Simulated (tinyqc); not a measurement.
# Contact resistivity and sheet resistance from two contact lengths

Question. Rc = [sqrt(rc Rsh)/Wc] coth(Lc/(2 LT)), LT = sqrt(rc/Rsh), Wc = 40 nm; the second contact is twice as long as the first. Find LT, rc and Rsh.

Rc for Lc = 30 and 60 nm (ohm): 122.719195  93.8524769

Answer. With t = tanh(Lc/(2 LT)) for the shorter contact, the resistance of the longer over that of the shorter is (1 + t^2)/2. Then sqrt(rc Rsh) = Rc t Wc, and rc and Rsh follow by multiplying and dividing by LT.

LT = 16.2 nm
rc = 5.80e-10 ohm cm^2
Rsh = 220 ohm

Program tinyqc, `OMP_NUM_THREADS=1 python tinyqc.py 2170126 2170127 out.jsonl`; Intel Xeon 2.30GHz, shared host, one thread, about 0.1 s.
